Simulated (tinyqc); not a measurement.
# MOS capacitor on a p-type substrate, surface potential from the exact charge relation: effects of single changes

Uniform p-type substrate, Boltzmann statistics, full ionisation, classical densities. psi is the surface potential against the body (positive when the bands bend down) and u = psi/Vt. Traps are spread evenly over the gap and neutral at flat band, so their charge is -q Dit psi; the minority quasi-Fermi level is shifted by Vb.

Values chosen for this exercise; band and dielectric values those of a made-up semiconductor:

| symbol | value | unit | meaning |
|---|---|---|---|
| T | 293 | K | temperature |
| Eg | 1.28 | eV | band gap |
| eps_r | 14.4 |  | relative permittivity |
| Nc | 2.46e19 | cm^-3 | conduction-band density of states at T |
| Nv | 2.34e19 | cm^-3 | valence-band density of states at T |
| chi | 4.14 | eV | electron affinity |
| N | 4e17 | cm^-3 | acceptor density of the substrate |
| eox | 3.9 |  | relative permittivity of the gate insulator (close to silicon dioxide) |
| tox | 6.7 | nm | insulator thickness |
| phiM | 5.39 | eV | gate work function |
| Nf | 0 | cm^-2 | fixed charge at the interface, in units of q |
| Dit | 0 | cm^-2 eV^-1 | density of interface traps |
| Vb | 0.7 | V | reverse bias of the inversion layer against the body |

Constants: q = 1.602176634e-19 C, kB = 1.380649e-23 J/K, Vt = kB T/q, eps0 = 8.8541878128e-14 F/cm where lengths are in cm. Results are converted to the units shown.

Each table varies one quantity; the others keep the values above.

## Capacitance-voltage curves

ni = sqrt(Nc Nv) exp(-Eg/(2 Vt)), Eg in volts; phiF = Vt ln(N/ni); Cox = eps0 eox/tox; Vfb = phiM - chi - (Eg - Vt ln(Nv/N)) - q Nf/Cox; Q0 = sqrt(2 eps0 eps_r q N Vt); r = (ni/N)^2 exp(-Vb/Vt); VT = Vfb + [(2 phiF + Vb)(1 + q Dit/Cox) + sqrt(2 eps0 eps_r q N (2 phiF + Vb))/Cox]. u = psi/Vt; F^2 = exp(-u) + u - 1 + r (exp(u) - u - 1); Qs = -sign(u) Q0 F; Cs = -dQs/dpsi = (Q0/Vt) |1 - exp(-u) + r (exp(u) - 1)|/(2 F). psi solves Vg = Vfb + psi + (q Dit psi - Qs)/Cox. Low frequency: 1/C_LF = 1/Cox + 1/(Cs + q Dit). High frequency, in the simple estimate in which traps and minority carriers do not follow: 1/C_HF = 1/Cox + 1/Cd, Cd being Cs with r = 0 at the same psi. Deep depletion: r = 0 and Dit = 0 both in the equation for psi and in Cs. Minority sheet density N_inv = (Q0/(2 q)) int_0^u r (exp(t) - 1)/F(t) dt for u > 0. N_inv under 1 cm^-2 is printed as 0. Regimes: accumulation when majority carriers gather, then depletion up to |psi| = phiF + Vb, weak inversion up to 2 phiF + Vb, strong inversion beyond.

Capacitance-voltage curves:
```
Vg (V)   psi (V)  C_LF/Cox  C_HF/Cox  C_deep/Cox  N_inv (cm^-2)            regime
-0.76   -0.09308    0.9418    0.9418      0.9418              0      accumulation
-0.14   -0.03779    0.8591    0.8591      0.8591              0      accumulation
0.49      0.1453    0.5300    0.5300      0.5300              0         depletion
1.11      0.4980    0.3632    0.3632      0.3632              0         depletion
1.74      0.9238    0.2927    0.2927      0.2927              0         depletion
2.36       1.376    0.2523    0.2523      0.2523           4023    weak inversion
2.99       1.820    0.6748    0.2264      0.2247       1.500e11  strong inversion
3.61       1.890    0.9501    0.2231      0.2048       1.866e12  strong inversion
4.24       1.913    0.9719    0.2221      0.1892       3.806e12  strong inversion
```

What does the table show?

C_LF/Cox is lowest, 0.252, at Vg = 2.36 V (weak inversion) among the rows listed and is 0.972 in the last row, where C_HF/Cox is 0.222 and the deep-depletion value 0.189. Vfb = 0.0727 V, where C_HF/Cox = 0.777 (Cox in series with eps0 eps_r/LD), and VT = 2.89 V. Over the last two rows psi moves by only 0.037 V a volt of gate bias, since the inversion charge screens the body. In strong accumulation and inversion degeneracy and confinement, left out here, lower the capacitance.

## Effect of the density of interface traps on threshold and swing

ni = sqrt(Nc Nv) exp(-Eg/(2 Vt)), Eg in volts; phiF = Vt ln(N/ni); Cox = eps0 eox/tox; Vfb = phiM - chi - (Eg - Vt ln(Nv/N)) - q Nf/Cox; VT = Vfb + [(2 phiF + Vb)(1 + q Dit/Cox) + sqrt(2 eps0 eps_r q N (2 phiF + Vb))/Cox]. gamma = sqrt(2 eps0 eps_r q N)/Cox; Wm = sqrt(2 eps0 eps_r (2 phiF + Vb)/(q N)); m = 1 + (eps0 eps_r/Wm + q Dit)/Cox; swing m Vt ln 10; Cmin/Cox = 1/(1 + Cox Wm/(eps0 eps_r)).

In this table Vb = 0 V.

The same in every row: Vfb (V) = 0.07274; 2 phiF (V) = 1.073; gamma (V^0.5) = 0.7844; Wm (nm) = 65.35; Cmin/Cox = 0.2746.

Effect of the density of interface traps on threshold and swing:
```
Dit (cm^-2 eV^-1)  VT (V)      m  swing (mV/decade)
0                   1.959  1.379              80.15
1e10                1.962  1.382              80.33
3e10                1.969  1.388              80.69
1e11                1.992  1.410              81.95
3e11                2.059  1.472              85.57
1e12                2.292  1.689              98.22
3e12                2.960  2.311              134.4
1e13                5.295  4.487              260.9
```

What does the table show?

As Dit goes from 0 to 1e13, VT rises from 1.96 to 5.29 V, the swing rises from 80.1 to 261 mV/decade and Cmin/Cox stays at 0.275. Vfb does not move.

## Effect of the acceptor density of the substrate on threshold and swing

Same model as above.

Results:
```
N (cm^-3)   Vfb (V)  2 phiF (V)  gamma (V^0.5)  VT (V)  Wm (nm)       m  swing (mV/decade)  Cmin/Cox
1e15        0.22402     0.77071       0.039218  1.7423   1530.0  1.0162             59.078  0.015912
3.3e15      0.19387     0.83100       0.071243  1.8130   859.30  1.0288             59.811  0.027983
3.7e16      0.13284     0.95305        0.23855  2.0926   266.66  1.0928             63.531  0.084896
1.3e17      0.10112      1.0165        0.44716  2.4035   144.97  1.1707             68.059   0.14577
4.2e17     0.071506      1.0757        0.80373  2.9183   82.031  1.3016             75.670   0.23170
1.4e18     0.041107      1.1365         1.4674  3.8662   45.693  1.5414             89.613   0.35124
4.7e18     0.010529      1.1977         2.6887  5.6120   25.350  1.9759             114.87   0.49390
```

Estimate the missing row, N = 1.1e16 cm^-3.

Computed row:
```
N (cm^-3)  Vfb (V)  2 phiF (V)  gamma (V^0.5)  VT (V)  Wm (nm)       m  swing (mV/decade)  Cmin/Cox
1.1e16     0.16347     0.89179        0.13007  1.9194   479.91  1.0515             61.134  0.049021
```

With this row back in the table: As N goes from 1e15 to 4.7e18, VT rises from 1.74 to 5.61 V, the swing rises from 59.1 to 115 mV/decade and Cmin/Cox rises from 0.0159 to 0.494. Of the change of VT by 3.87 V, -0.213 V comes from Vfb and 4.08 V from the band bending and the charge it takes. gamma goes as N^(0.50) and Wm as N^(-0.48); phiF, which grows slowly with N, keeps the latter from -1/2.

Numbers from tinyqc (`OMP_NUM_THREADS=1 python tinyqc.py 2060133 2060134 out.jsonl`; about 0.02 s on one thread of a shared Intel Xeon 2.30GHz).
